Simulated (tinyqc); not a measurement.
Reverse leakage of an n+-p junction: diffusion, generation, trap-assisted and band-to-band tunnelling: one step of the calculation.

One-sided abrupt junction in the depletion approximation, x from the junction (0) to W on the p side, field F = F0 (1 - x/W). Flat quasi-Fermi levels, long p side. Traps generate through SRH with both lifetimes shortened by 1 + Gamma (Hurkx enhancement, form for moderate fields); band-to-band generation is local and needs a total bending above Eg.

Task. Field, scales and diffusion current. ni = sqrt(Nc Nv) exp(-Eg/(2 Vt)), Eg in volts; Vbi = Vt ln(Na Nd/ni^2); W = sqrt(2 eps0 eps_r (Vbi + VR)/(q Na)); F0 = 2 (Vbi + VR)/W; FG = sqrt(24 mt m0 (kB T)^3)/(q hbar); J_diff = q ni^2 sqrt(Dn/tau)(1 - exp(-VR/Vt))/Na.

Parameters, values chosen for the exercise; band and dielectric values close to those of silicon:
```
symbol,value,unit,meaning
T,300,K,temperature
Eg,1.12,eV,band gap
eps_r,11.5,,relative permittivity
Nc,2.8e19,cm^-3,conduction-band density of states at T
Nv,2.63e19,cm^-3,valence-band density of states at T
Na,8.2e16,cm^-3,acceptor density of the lighter side
Nd,1e20,cm^-3,donor density of the heavier side
tau,5e-6,s,SRH lifetime of both carriers at zero field
mt,0.26,m0,tunnelling mass
Dn,4.9,cm^2/s,electron diffusion coefficient on the lighter side
VR,0.5,V,reverse bias
```

Constants: q = 1.602176634e-19 C, kB = 1.380649e-23 J/K, hbar = 1.054571817e-34 J s, m0 = 9.1093837015e-31 kg, Vt = kB T/q, eps0 = 8.8541878128e-14 F/cm where lengths are in cm. Results are converted to the units shown.

Give: ni; Vbi; W; F0; FG; J_diff.

Result.

ni = 1.0616e10 cm^-3
Vbi = 1.0037 V
W = 152.67 nm
F0 = 196.99 kV/cm
FG = 376.15 kV/cm
J_diff = 2.1800e-13 A/cm^2

Range of the model: The n+ side is degenerate, so Vbi from Boltzmann statistics is only a guide.

Computed by the program tinyqc: `OMP_NUM_THREADS=1 python tinyqc.py 2290061 2290062 out.jsonl`, one thread of a shared Intel Xeon 2.30GHz, about 0.01 s for the whole run.
